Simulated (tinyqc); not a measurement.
## Field from the level spacing

Inverse problem. In a triangular well E_k = a_k (C F^2/mz1)^(1/3), a_1 = 2.338107, a_2 = 4.087949, C = hbar^2/(2 m0), F in eV/nm (1 MV/cm = 0.1 eV/nm). Find F, E_1, the mean distance 2 E_1/(3 F) of the lowest level and the sheet charge eps0 eps_r F/q behind such a field.

Values chosen for this exercise: relative permittivity eps_r = 11.8; mass along z of valley set A (2 valley(s)) mz1 = 0.917 m0.

Constants: q = 1.602176634e-19 C, hbar = 1.054571817e-34 J s, m0 = 9.1093837015e-31 kg, eps0 = 8.8541878128e-14 F/cm where lengths are in cm, hbar^2/(2 m0) = 0.0380998212 eV nm^2. Results are converted to the units shown.

spacing of the two lowest levels = 129.70006 meV

Solution. The spacing over a_2 - a_1 is the energy scale (C F^2/mz1)^(1/3), which gives F.

F = 0.990 MV/cm
E_1 = 173 meV
mean distance = 1.17 nm
sheet charge over q = 6.46e12 cm^-2

Computed by the program tinyqc: `OMP_NUM_THREADS=1 python tinyqc.py 2160157 2160158 out.jsonl`, one thread of a shared Intel Xeon 2.30GHz, about 1 s for the whole run.
